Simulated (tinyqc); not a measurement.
Hubbard chain of 6 sites, step by step. Computed by tinyqc, a small Python program that keeps every step. Settings: hopping = 1.65, U = 7.8, mixing = 1, iteration cap = 76. Command: `OMP_NUM_THREADS=1 python tinyqc.py 22184 22185 out.jsonl` (the two numbers bound the seeds that draw the settings). One thread of a shared host (Intel(R) Xeon(R) Processor @ 2.60GHz), about 0.2 s of CPU time with the checks. Later iterations appear only in the table of the cycle.

## Mean-field iteration 1

one-body matrix (hopping and site energies) (eV), order 1, 2, 3, 4, 5, 6:
```
[[0.000000, -1.650000, 0.000000, 0.000000, 0.000000, 0.000000],
 [-1.650000, 0.000000, -1.650000, 0.000000, 0.000000, 0.000000],
 [0.000000, -1.650000, 0.000000, -1.650000, 0.000000, 0.000000],
 [0.000000, 0.000000, -1.650000, 0.000000, -1.650000, 0.000000],
 [0.000000, 0.000000, 0.000000, -1.650000, 0.000000, -1.650000],
 [0.000000, 0.000000, 0.000000, 0.000000, -1.650000, 0.000000]]
```

U = 7.800000 eV

electrons, up and down: [3, 3]

mixing = 1

n(up) at the start (a guess, not normalised): [0.800000, 0.200000, 0.800000, 0.200000, 0.800000, 0.200000]

n(down) at the start (a guess): [0.200000, 0.800000, 0.200000, 0.800000, 0.200000, 0.800000]

H(up) = T + U n(down), H(down) = T + U n(up); fill the lowest levels; n(new) = n + mixing (n(out) - n); E = tr T (rho up + rho down) + U sum n_up n_down of the output.

levels, up (eV): [0.116417, 0.784077, 1.447486, 6.352514, 7.015923, 7.683583]

levels, down (eV): [0.116417, 0.784077, 1.447486, 6.352514, 7.015923, 7.683583]

energy = -3.180246 eV

n(up) after iteration 1: [0.923529, 0.136727, 0.874980, 0.125020, 0.863273, 0.076471]

n(down) after iteration 1: [0.076471, 0.863273, 0.125020, 0.874980, 0.136727, 0.923529]

## Mean-field iteration 2

As before.

levels, up (eV): [-0.310212, 0.221511, 0.761169, 7.038831, 7.578489, 8.110212]

levels, down (eV): [-0.310212, 0.221511, 0.761169, 7.038831, 7.578489, 8.110212]

energy = -3.346416 eV

n(up) after iteration 2: [0.948247, 0.100600, 0.902663, 0.097337, 0.899400, 0.051753]

n(down) after iteration 2: [0.051753, 0.899400, 0.097337, 0.902663, 0.100600, 0.948247]

## Mean-field iteration 3

As before.

levels, up (eV): [-0.468649, 0.021081, 0.542120, 7.257880, 7.778919, 8.268649]

levels, down (eV): [-0.468649, 0.021081, 0.542120, 7.257880, 7.778919, 8.268649]

energy = -3.362047 eV

n(up) after iteration 3: [0.953683, 0.090219, 0.911818, 0.088182, 0.909781, 0.046317]

n(down) after iteration 3: [0.046317, 0.909781, 0.088182, 0.911818, 0.090219, 0.953683]

## Convergence

Each step fills the lowest levels of T + U n(other spin) and sets n(new) = n + mixing (n(out) - n); stop when output and input agree to 1e-8.

Course of the cycle:
```
iteration       E (eV)  largest |n(out) - n(in)|  mean |n_up - n_down|
1          -3.18024635                  1.24e-01              0.774522
2          -3.34641638                  3.61e-02              0.833540
3          -3.36204654                  1.04e-02              0.850188
4          -3.36322362                  2.69e-03              0.854599
5          -3.36330650                  7.48e-04              0.855752
6          -3.36331225                  2.03e-04              0.856052
7          -3.36331264                  5.42e-05              0.856131
8          -3.36331267                  1.44e-05              0.856151
9          -3.36331267                  3.81e-06              0.856157
10         -3.36331267                  1.00e-06              0.856158
11         -3.36331267                  2.65e-07              0.856159
12         -3.36331267                  6.97e-08              0.856159
13         -3.36331267                  1.83e-08              0.856159
14         -3.36331267                  4.82e-09              0.856159
```

local moments n_up - n_down: [0.910709, -0.826699, 0.831068, -0.831068, 0.826699, -0.910709]

Converged in 14 iterations. Before convergence this energy mixes input and output and is not variational, so it may rise towards its limit.

## Exact diagonalisation (400 states)

Lowest levels of the sector, and the double occupancy of the lowest state.

lowest levels (eV): [-4.519578, -3.931393, -3.257075, -3.003202, -2.784943, -2.596611]

double occupancy per site = 0.073026

The mean-field solution above lies 1.1563 eV above the exact energy.

## The lowest level by Lanczos steps

From a random start vector (not printed): a_j = <q_j|H|q_j>, b_j = norm of the remainder after orthogonalising; the Ritz value is the lowest eigenvalue of the tridiagonal matrix of a and b so far.

Lanczos:
```
j    a_j (eV)  b_j (eV)  lowest Ritz value (eV)
1    7.817150  8.012005              7.81715019
2    8.913194  8.384775              0.33444682
3   11.438648  8.925533             -2.42520122
4   11.671272  7.693055             -3.70905059
5   11.887168  7.425973             -4.18262540
6   12.354533  8.720886             -4.34226354
7   12.576372  8.441622             -4.42573113
8   11.340503  7.247503             -4.47959803
9   12.948713  7.713293             -4.50336830
10  14.557186  8.075905             -4.51151306
```
